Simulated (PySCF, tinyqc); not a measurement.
Ways to converge the cycle: SCF convergence aids in the sto-3g basis, for H3+, spin multiplicity 1. Computed by the program tinyqc with PySCF. 

Geometry (angstrom):
```
atom       x       y        z
H     0.0000  0.0000   0.0000
H     0.0000  0.0000   1.1140
H     0.0000  0.0000  -1.1140
```

lowest restricted solution found by these runs and by PySCF = -1.161445 hartree

RHF with one setting changed at a time; a run stops when the energy changes by less than 1e-09 hartree and the error matrix is below 1e-5. The start is the Wolfsberg-Helmholz matrix. Damping d keeps d of the old density; a shift (hartree) raises the virtual levels; DIIS n extrapolates F over n matrices.

Largest element of the error matrix X^T (FDS - SDF) X:
```
iteration    plain  damping 0.3  damping 0.6  shift 0.4   DIIS 3   DIIS 8
1          4.5e-02      4.5e-02      4.5e-02    4.5e-02  4.5e-02  4.5e-02
2          5.7e-03      1.8e-02      3.0e-02    1.6e-02  5.7e-03  5.7e-03
3          7.0e-04      6.8e-03      1.9e-02    6.0e-03  3.8e-06  3.8e-06
4          8.6e-05      2.6e-03      1.2e-02    2.2e-03  1.6e-06  1.6e-06
5          1.1e-05      1.0e-03      8.1e-03    7.8e-04        -        -
6          1.3e-06      3.9e-04      5.3e-03    2.8e-04        -        -
8                -      5.9e-05      2.2e-03    3.7e-05        -        -
10               -      8.8e-06      9.4e-04    4.8e-06        -        -
14               -      2.0e-07      1.7e-04          -        -        -
20               -            -      1.3e-05          -        -        -
30               -            -      1.7e-07          -        -        -
```

How each run ends:
```
run          iterations  E (hartree)         state
plain                 6    -1.161445  lowest found
damping 0.3          15    -1.161445  lowest found
damping 0.6          30    -1.161445  lowest found
shift 0.4            10    -1.161445  lowest found
DIIS 3                4    -1.161445  lowest found
DIIS 8                4    -1.161445  lowest found
```

6 of 6 runs reach the lowest restricted solution found, in 4 to 30 iterations (fastest: DIIS 3, DIIS 8). Plain steps already contract here, so damping only slows them. DIIS 3 and DIIS 8 gain by cancelling the error over several earlier matrices, much as a quasi-Newton step does. The restricted reference is unstable here: a spin-polarised solution lies 0.0025 hartree lower (PySCF), so results built on it describe a poor reference.
